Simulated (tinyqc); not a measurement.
From results back to parameters: armchair graphene nanoribbon in tight binding. Three cases, with inputs chosen for the exercise.

Problem. For an armchair ribbon without edge correction the gap is 2t times the smallest |1 + 2 cos(p pi/(N + 1))|, p = 1 to N. The gap below belongs to a hidden N between 3 and 40.

Case 1.

Values chosen (out of a larger set: near those used for graphene; not measured data): t = 2.65 eV (hopping).

gap = 0.33954 eV

Case 2.

Values chosen (out of a larger set: near those used for graphene; not measured data): t = 2.79 eV (hopping).

gap = 0.62016 eV

Case 3.

Values chosen (out of a larger set: near those used for graphene; not measured data): t = 2.59 eV (hopping).

gap = 0.32729 eV

Find: N; family.

Solution.

Case 1.

N = 27

family: 3p

Near c = -1/2 the gap is about 2 pi t/(sqrt3 (N + 1)), which gives N + 1 = 28.3; the exact formula gives 0.00000, 0.33954 and 0.33487 eV for N = 26, 27 and 28.

Case 2.

N = 15

family: 3p

Near c = -1/2 the gap is about 2 pi t/(sqrt3 (N + 1)), which gives N + 1 = 16.3; the exact formula gives 0.00000, 0.62016 and 0.60556 eV for N = 14, 15 and 16.

Case 3.

N = 28

family: 3p+1

Near c = -1/2 the gap is about 2 pi t/(sqrt3 (N + 1)), which gives N + 1 = 28.7; the exact formula gives 0.33185, 0.32729 and 0.00000 eV for N = 27, 28 and 29.

Computed by tinyqc, one run a case: `OMP_NUM_THREADS=1 python tinyqc.py N N+1 out.jsonl` with N = 1452512, 1452652, 1452655; one thread of a shared Intel(R) Xeon(R) Processor @ 2.30GHz, about 0.04 s a run at most.
